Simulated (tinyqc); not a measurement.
Chemical vapour deposition: Grove model, boundary layer, depletion and step coverage: one step, computed by the program tinyqc.

A precursor diffuses to the surface and reacts there at first order; each molecule that reacts adds one formula unit of film.

Question. Growth rate at the inlet. Fluxes in series: C_s = C_g/(1 + k_s/h_g); growth rate G = k_s h_g/(k_s + h_g) C_g/N; 1 cm/s = 6e8 nm/min.

Inputs (values chosen for the exercise, close to those used for tungsten from its fluoride): temperature T = 540 C; film density N = 6.3e+22 formula units/cm^3; channel height b = 5.3 cm.

Reactor: horizontal, reduced pressure.

surface rate constant k_s = 0.04430902 cm/s

mass-transfer coefficient h_g = 14.88404 cm/s

precursor density C_g = 5.248922e+14 1/cm^3

Give: ratio k_s/h_g; C_s/C_g; growth rate G at the inlet.

Answer.

ratio k_s/h_g = 0.002977

C_s/C_g = 0.9970

growth rate G at the inlet = 0.2208 nm/min

The surface reaction limits the rate, so temperature must be uniform. Caution: the boundary layer is capped at b/2, so U, L and nu no longer affect h_g.
